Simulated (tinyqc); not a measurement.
# Electron mobility in a silicon inversion layer, empirical terms and Matthiessen rule: two studies

Inversion layer of sheet density Ns on a uniformly doped body, under a high-permittivity gate with an interlayer. The mobility terms are empirical power laws with prefactors chosen for the exercise; adding their inverses (Matthiessen) is itself an approximation.

Values chosen for this exercise; material values close to those of silicon:
```
symbol    value        unit                                                meaning
T           300           K                                            temperature
Eg         1.11          eV                                               band gap
eps_r      11.5                         relative permittivity of the semiconductor
Nc      2.82e19       cm^-3                 conduction-band density of states at T
Nv      2.62e19       cm^-3                    valence-band density of states at T
Vsb         0.3           V                                      reverse body bias
eta         0.5              weight of the inversion charge in the effective field
Ap          469  cm^2/(V s)           phonon-limited mobility at 1 MV/cm and 300 K
As         1250  cm^2/(V s)                  roughness-limited mobility at 1 MV/cm
gs            2                                     exponent of the roughness term
Ac         2800  cm^2/(V s)                                      Coulomb prefactor
Nit      1.9e10       cm^-2                                charge at the interface
Ar          400  cm^2/(V s)              remote-phonon mobility without interlayer
ti            1          nm                                   interlayer thickness
lr          0.9          nm                         decay length of remote phonons
Ns       2.9e12       cm^-2                                      inversion density
```

Constants: q = 1.602176634e-19 C, kB = 1.380649e-23 J/K, Vt = kB T/q, eps0 = 8.8541878128e-14 F/cm where lengths are in cm. Results are converted to the units shown.

Each table varies one quantity; the others keep the values above.

## Effect of the body doping

ni = sqrt(Nc Nv) exp(-Eg/(2 Vt)), Eg in volts; Ndep = sqrt(2 eps0 eps_r Nb (2 Vt ln(Nb/ni) + Vsb)/q); E = q (Ndep + eta Ns)/(eps0 eps_r), in MV/cm. With t = T/(300 K): muC = Ac (Ns/1e12 cm^-2) t/(Nb/1e17 cm^-3 + Nit/1e11 cm^-2), muP = Ap E^(-1/3) t^(-1.75), muS = As E^(-gs), muR = Ar exp(2 ti/lr)/t; 1/mu is the sum of the inverses.

The same in every row: muR (cm^2/(V s)) = 3691.

Effect of the body doping:

| Nb (cm^-3) | E (MV/cm) | muC (cm^2/(V s)) | muP (cm^2/(V s)) | muS (cm^2/(V s)) | mu (cm^2/(V s)) |
|---|---|---|---|---|---|
| 2e16 | 0.3089 | 2.082e4 | 693.8 | 1.310e4 | 544.5 |
| 4.4e16 | 0.3503 | 1.289e4 | 665.3 | 1.019e4 | 512.9 |
| 9.7e16 | 0.4129 | 7000 | 629.8 | 7330 | 467.7 |
| 2.1e17 | 0.5049 | 3546 | 589.0 | 4904 | 407.4 |
| 4.7e17 | 0.6495 | 1661 | 541.6 | 2963 | 327.1 |
| 1e18 | 0.8526 | 796.9 | 494.6 | 1719 | 242.2 |
| 2.3e18 | 1.192 | 350.2 | 442.4 | 880.4 | 153.3 |
| 5e18 | 1.671 | 161.8 | 395.3 | 447.8 | 89.17 |

What does the comparison show?

As Nb goes from 2e16 to 5e18 cm^-3, E rises from 0.309 to 1.67 MV/cm and mu falls from 544 to 89.2 cm^2/(V s). The smallest term is the phonon one in the first row and the Coulomb one in the last. At Nb = 5e18 cm^-3 E passes 1.5 MV/cm, beyond the usual range of such laws.

## Universality: two dopings at the same effective field

Same model as above.

For each E, Ns is chosen to give that field on bodies with Nb = 3e17 and 2.2e18 cm^-3; the last column leaves out muC.

Result of one run:

| E (MV/cm) | Ns, light body (cm^-2) | mu, light (cm^2/(V s)) | Ns, heavy body (cm^-2) | mu, heavy (cm^2/(V s)) | without muC (cm^2/(V s)) |
|---|---|---|---|---|---|
| 1.44 | 1.4066e13 | 226.32 | 6.3378e12 | 178.95 | 230.54 |

What becomes of these results when the effective field E is changed from 1.44 to 1.28 MV/cm, all else the same?

Result of the changed run:

| E (MV/cm) | Ns, light body (cm^-2) | mu, light (cm^2/(V s)) | Ns, heavy body (cm^-2) | mu, heavy (cm^2/(V s)) | without muC (cm^2/(V s)) |
|---|---|---|---|---|---|
| 1.28 | 1.2033e13 | 250.54 | 4.3041e12 | 174.28 | 256.63 |

The whole series:

| E (MV/cm) | Ns, light body (cm^-2) | mu, light (cm^2/(V s)) | Ns, heavy body (cm^-2) | mu, heavy (cm^2/(V s)) | without muC (cm^2/(V s)) |
|---|---|---|---|---|---|
| 0.998 | 8.4482e12 | 300.00 | 7.1967e11 | 70.370 | 312.65 |
| 1.13 | 1.0126e13 | 275.80 | 2.3975e12 | 146.65 | 284.63 |
| 1.28 | 1.2033e13 | 250.54 | 4.3041e12 | 174.28 | 256.63 |
| 1.44 | 1.4066e13 | 226.32 | 6.3378e12 | 178.95 | 230.54 |
| 1.63 | 1.6481e13 | 201.01 | 8.7528e12 | 172.08 | 203.84 |
| 1.84 | 1.9150e13 | 176.94 | 1.1422e13 | 159.08 | 178.82 |
| 2.08 | 2.2201e13 | 153.73 | 1.4473e13 | 142.83 | 154.95 |
| 2.35 | 2.5633e13 | 132.13 | 1.7904e13 | 125.53 | 132.91 |

The heavily doped body has 0.235 of the mobility of the light one in the first row and 0.950 in the last; there they lie 5.6 % below and 0.59 % below the curve without Coulomb scattering, which depends on E alone. The heavy body leaves that curve at low E because its field comes mostly from depletion charge and few carriers screen.

Computed by the program tinyqc: `OMP_NUM_THREADS=1 python tinyqc.py 2510081 2510082 out.jsonl`, one thread of a shared Intel Xeon 2.30GHz, about 0.01 s for the whole run.
